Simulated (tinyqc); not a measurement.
Minority carriers and saturation current of a heavily doped emitter: effect of temperature on the narrowing factor.

n-type, parabolic bands, full ionisation. eta = (EF - Ec)/kB T solves N = Nc F12(eta), F12(x) = (2/sqrt(pi)) int_0^infinity sqrt(u)/(1 + exp(u - x)) du. The gap shrinks rigidly by dEg = a3 y^(1/3) + a4 y^(1/4) + a2 y^(1/2), y = N/1e18 cm^-3, an empirical law that is here taken as the true narrowing.

Nc is given at 350 K and scales as T^1.5; dEg is held. The factor nie^2/ni^2 = exp(dEg/kB T) g, g = F12(eta) exp(-eta), divides the current gain of a transistor with this emitter.

Inputs (values chosen for the exercise); band and dielectric values close to those of silicon: conduction-band density of states at 350 K Nc = 3.5e19 cm^-3; ionised donor density N = 6.6e18 cm^-3; coefficient of (N/1e18)^(1/3) a3 = 19.4 meV; coefficient of (N/1e18)^(1/4) a4 = 6.5 meV; coefficient of (N/1e18)^(1/2) a2 = 3.9 meV.

Constants: q = 1.602176634e-19 C, kB = 1.380649e-23 J/K, Vt = kB T/q. Results are converted to the units shown.

Effect of temperature on the narrowing factor:
```
T (K)      eta       g  nie^2/ni^2  its logarithm
150    -0.1619  0.7902       64.13          4.161
200    -0.6754  0.8578       23.19          3.144
250     -1.054  0.8959       12.53          2.528
300     -1.353  0.9197       8.285          2.114
350     -1.602  0.9357       6.158          1.818
400     -1.814  0.9470       4.924          1.594
450     -2.000  0.9554       4.136          1.420
```

The factor falls from 64.1 to 4.14. Its slope against q/kB T is 52.6 meV between the first two rows and 54.1 meV between the last two, against dEg = 56.8 meV: degeneracy takes back part of the narrowing. The factor grows on cooling, so the current gain of such a transistor falls.

Range of the model: Band tails, non-parabolic bands and incomplete ionisation are left out.

Program tinyqc, `OMP_NUM_THREADS=1 python tinyqc.py 2330067 2330068 out.jsonl`; Intel Xeon 2.30GHz, shared host, one thread, about 0.01 s.
